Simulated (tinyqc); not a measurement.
From folded lines to real minibands: band folding and unfolding in a supercell of a chain.

A chain with hopping -t and n = 4 sites a supercell. H(K) has v_j on the diagonal, -t between neighbours and -t exp(2 pi i K) on the bond that closes the cell (from the last site to the first of the next cell). The point K holds the n wave vectors k_m = (K + m)/n of the primitive zone, in 2 pi/a, m = 0 to n - 1, with E0 = -2t cos(2 pi k_m). The unfolding weight of a state c on k_m is |sum_j c_j exp(-2 pi i k_m j)|^2/n, j = 0 to n - 1.

Values chosen for the exercise: t = 0.69 eV (hopping); v = (0.97, 0, 0, 0) eV (site energies in the supercell); Kq = 0.2 2 pi/(n a) (wave vector in the small zone).

The potential is scaled by x. For the lowest level at K: energy, second-order estimate E0(k_0) + x V_0 - x^2 sum_m |V_m|^2/(E0(k_m) - E0(k_0)), weight on k_0, and width of the lowest miniband between K = 0 and 1/2.

Lowest level:
```
x      E (eV)  second order (eV)  weight on k_0  miniband width (eV)
0.00  -1.3125            -1.3125          1.000               0.4042
0.25  -1.2589            -1.2595          0.994               0.3498
0.50  -1.2174            -1.2219          0.981               0.3060
1.00  -1.1592            -1.1926          0.946               0.2416
1.50  -1.1218            -1.2245          0.912               0.1978
2.00  -1.0963            -1.3178          0.883               0.1666
3.00  -1.0645            -1.6883          0.841               0.1259
4.00  -1.0457            -2.3039          0.812               0.1008
```

Second order is -33.4 meV off at x = 1 and -624 meV at x = 3. The weight on the parent k falls to 0.95 at x = 1 and 0.81 at x = 4, and the miniband narrows from 0.404 to 0.101 eV as the state gathers on the low sites. While the weight stays near one the primitive band is still the right picture and the folded copies carry little spectral weight.

tinyqc: `OMP_NUM_THREADS=1 python tinyqc.py 1451556 1451557 out.jsonl`; about 0.01 s, one thread, shared Intel(R) Xeon(R) Processor @ 2.30GHz.
